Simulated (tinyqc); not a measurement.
Inside a calculation. Model: composition and strain of an epitaxial Si(1-x)Ge(x) layer from Raman and X-ray peaks. Computed by tinyqc, a small Python program that keeps every step. Command: `OMP_NUM_THREADS=1 python tinyqc.py 3008213 3008214 out.jsonl epiraman walk`. One thread of a shared host (Intel(R) Xeon(R) Processor @ 2.30GHz), about 0.01 s of CPU time with the checks. Intermediate numbers are printed to about 7 digits and carried at full precision; extremes and crossings named in words are read from the listed rows.

A (001) layer, biaxially strained in the plane. The Raman peaks follow empirical lines omega = w0 + c1 x + c3 x^3 + b eps (c3 for Si-Ge alone), with eps the in-plane strain.

Inputs (values chosen for the exercise, modelled on silicon-germanium): Ge fraction x = 0.86; degree of relaxation R = 0.43; lattice constant of Si = 5.431 angstrom; lattice constant of Ge = 5.658 angstrom; bowing B = 0.025 angstrom; 2 C12/C11 of Si = 0.774; 2 C12/C11 of Ge = 0.754; Si-Si: w0 = 520.6 1/cm; Si-Si: c1 = -67.5 1/cm; Si-Si: strain coefficient b = -725 1/cm; Si-Ge: w0 = 400.5 1/cm; Si-Ge: c1 = 23.8 1/cm; Si-Ge: c3 = -33.5 1/cm; Si-Ge: strain coefficient b = -585 1/cm; Ge-Ge: w0 = 280.3 1/cm; Ge-Ge: c1 = 20 1/cm; Ge-Ge: strain coefficient b = -473 1/cm; uncertainty of a Raman peak = 0.3 1/cm; X-ray wavelength = 1.540598 angstrom.

Substrate: silicon. Pair of peaks used: Si-Ge and Ge-Ge.

## Lattice constants and strain

Relaxed lattice constant a(x) = a_Si + (a_Ge - a_Si) x - B x (1 - x). In-plane constant a_par = a_sub + R (a(x) - a_sub); eps = a_par/a(x) - 1; eps_perp = -(2 C12/C11) eps with 2 C12/C11 linear in x; a_perp = a(x) (1 + eps_perp).

relaxed constant a(x) = 5.62321 angstrom

substrate constant a_sub = 5.431 angstrom

a_par = 5.513650 angstrom

in-plane strain eps = -19.48348 per mille

strain along the normal = 14.74510 per mille

a_perp = 5.706125 angstrom

The layer is under compression in the plane and is stretched along the normal.

## Raman peaks

Insert x and eps in the three lines; the strain part is b eps.

Si-Si peak = 476.6755 1/cm

Si-Ge peak = 411.0580 1/cm

Ge-Ge peak = 306.7157 1/cm

strain parts (1/cm): Si-Si 14.12552, Si-Ge 11.39784, Ge-Ge 9.21569

Read as unstrained, the Si-Si peak would give x = 0.651 in place of 0.86. Caution: near either end one of the like-atom peaks is weak, since its intensity follows the number of such bonds.

## X-ray (004) reflection

Bragg angle theta = arcsin(2 lambda/a) for (004), for the substrate with a_sub and the layer with a_perp; separation in arc seconds.

theta of the substrate = 34.56459 degree

theta of the layer = 32.68231 degree

separation, layer less substrate = -6776.210 arcsec

## Back from two peaks to composition and strain

Unknowns x and eps (per mille). Newton steps: J d = (measured - model), J = [d omega/dx, d omega/d eps] for the two peaks; start at x = 0.5, eps = 0; stop when |d| < 1e-9. The peaks are rounded to 0.001 per cm; R = (a(x)(1 + eps) - a_sub)/(a(x) - a_sub).

peaks used (1/cm): Si-Ge 411.058, Ge-Ge 306.716

Iterations:
```
step         x  eps (per mille)  residual 1 (1/cm)  residual 2 (1/cm)
0     0.500000          0.00000       2.845500e+00             16.416
1     1.169881         -6.38135       3.261940e+01              0.000
2     0.934332        -16.34116       6.085553e+00              0.000
3     0.865700        -19.24313       4.314694e-01              0.000
4     0.860042        -19.48239       2.779458e-03              0.000
5     0.860005        -19.48395       1.178486e-07              0.000
6     0.860005        -19.48395                  0              0.000
```

recovered x = 0.8600046

recovered eps = -19.48395 per mille

recovered R = 0.43

## Which pair of peaks is best

For each pair invert J = [d omega/dx, d omega/d eps] at the true x. Independent errors of the given size in both peaks give sigma_x and sigma_eps = uncertainty x (norm of the rows of the inverse of J).

Error propagation:
```
pair                det J      sigma_x  sigma_eps (per mille)
Si-Si and Si-Ge  2.853395   0.09794487               8.865010
Si-Si and Ge-Ge   46.4275  0.005593575              0.4549069
Si-Ge and Ge-Ge  35.60060  0.006339493              0.4579466
```

The pair Si-Si and Ge-Ge fixes x best (sigma_x = 0.0056) and Si-Si and Si-Ge worst (0.098), a factor 18. Strain moves all peaks the same way, so a good pair needs different ratios of composition slope to strain coefficient, best of opposite sign; the slopes here are -67.5, -50.5 and 20 per cm for Si-Si, Si-Ge and Ge-Ge. Errors in the coefficients themselves are not counted.

## Relaxation at fixed composition

(004) Bragg angle theta = arcsin(2 lambda/a), with a = a_perp for the layer and a_sub for the substrate; separation = layer less substrate. The apparent x is the one that a fully strained layer (R = 0) would need to give the same a_perp.

Signatures; columns: (1) R; (2) eps (per mille); (3) Si-Si (1/cm); (4) Ge-Ge (1/cm); (5) a_perp (angstrom); (6) (004) separation (arcsec); (7) apparent x if R = 0 is assumed:
```
(1)         (2)       (3)       (4)       (5)        (6)        (7)
0.00  -34.18154  487.3316  313.6679  5.768675  -8207.885  0.8600000
0.15  -29.05431  483.6144  311.2427  5.746855  -7712.718  0.8086070
0.30  -23.92708  479.8971  308.8175  5.725035  -7213.012  0.7567205
0.50  -17.09077  474.9408  305.5839  5.695942  -6539.560  0.6867439
0.70  -10.25446  469.9845  302.3504  5.666849  -5857.753  0.6158233
0.85   -5.12723  466.2672  299.9252  5.645030  -5340.814  0.5619881
1.00    0.00000  462.5500  297.5000  5.623210  -4819.008  0.5075794
```

Full relaxation moves the Si-Si peak by -24.78 per cm and shrinks the X-ray separation to 59 % of its strained value, about 1/(1 + 2 C12/C11). A symmetric reflection alone cannot part x from R: a relaxed layer read as strained gives x = 0.508 in place of 0.86. An asymmetric reflection or a second peak is needed.

Checks made by the program: recovered composition (relative difference 5e-06).
